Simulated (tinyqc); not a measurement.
# Frequency dispersion of an accumulation capacitance by border traps, distributed model: capacitance and loss against frequency

Traps spread evenly through the insulator exchange electrons with the semiconductor by tunnelling, with tau(x) = t0 exp(2 ka x) at depth x from the interface. The admittance per area Y seen at depth x obeys dY/dx = -Y^2/(i w eps0 eox) + q Nb ln(1 + i w tau)/tau, with Y(0) = i w Cs and w = 2 pi f; the gate sees Y(tox) = G + i w C. Working variable y = Y/(i w), in uF/cm^2. Cox = eps0 eox/tox.

Cox; trap-free value 1/(1/Cox + 1/Cs); response depth d = ln(1/(w t0))/(2 ka), where w tau = 1; lumped estimate: all traps within d act as C_bt = q Nb d placed at d/2, so C = 1/{1/[1/(1/Cs + d/(2 eps0 eox)) + C_bt] + (tox - d/2)/(eps0 eox)}. C and G from a fine integration; dispersion -d C/d log10 f over C, from f times and over 1.1. For a broad spread of time constants G/w is close to -(pi/2) dC/d ln w.

Parameters, values chosen for the exercise; permittivity close to that of aluminium oxide: relative permittivity of the insulator eox = 8.35; insulator thickness tox = 7.1 nm; semiconductor capacitance in accumulation Cs = 0.95 uF/cm^2; density of border traps Nb = 7.2e19 cm^-3 eV^-1; decay constant of the wave function in the insulator ka = 4.3 1/nm; time constant of a trap at the interface t0 = 3e-10 s.

Constants: q = 1.602176634e-19 C, eps0 = 8.8541878128e-14 F/cm where lengths are in cm. Results are converted to the units shown.

The same in every row: trap-free C (uF/cm^2) = 0.4968.

Results:
```
f (Hz),d (nm),C (uF/cm^2),G/w (uF/cm^2),dispersion (% a decade),-(pi/2) dC/d ln w (uF/cm^2),lumped C (uF/cm^2)
10,2.068,0.9327,0.03081,4.832,0.03075,0.8845
100,1.800,0.8879,0.03042,5.009,0.03034,0.8474
1000,1.533,0.8435,0.03052,5.288,0.03042,0.8087
10000,1.265,0.7985,0.03121,5.708,0.03109,0.7677
1e6,0.7295,0.7027,0.03510,7.278,0.03489,0.6744
1e7,0.4618,0.6490,0.03885,8.751,0.03874,0.6187
```

Estimate the missing row, f = 1e5 Hz.

Computed row:
```
f (Hz),d (nm),C (uF/cm^2),G/w (uF/cm^2),dispersion (% a decade),-(pi/2) dC/d ln w (uF/cm^2),lumped C (uF/cm^2)
1e5,0.9973,0.7520,0.03265,6.335,0.03250,0.7234
```

With this row back in the table: C falls from 0.9327 to 0.6490 uF/cm^2, towards the trap-free 0.4968; each decade of frequency removes ln 10/(2 ka) = 0.268 nm from the response depth. The dispersion rises from 4.83 to 8.75 % a decade and G/w goes from 0.0308 through a minimum of 0.0304 (at f = 100 Hz among the rows listed) to 0.0389 uF/cm^2. G/w lies between 1.00 and 1.01 times -(pi/2) dC/d ln w, the relation for a broad spread of time constants.

Program tinyqc, `OMP_NUM_THREADS=1 python tinyqc.py 2202230 2202231 out.jsonl`; Intel Xeon 2.30GHz, shared host, one thread, about 0.5 s.
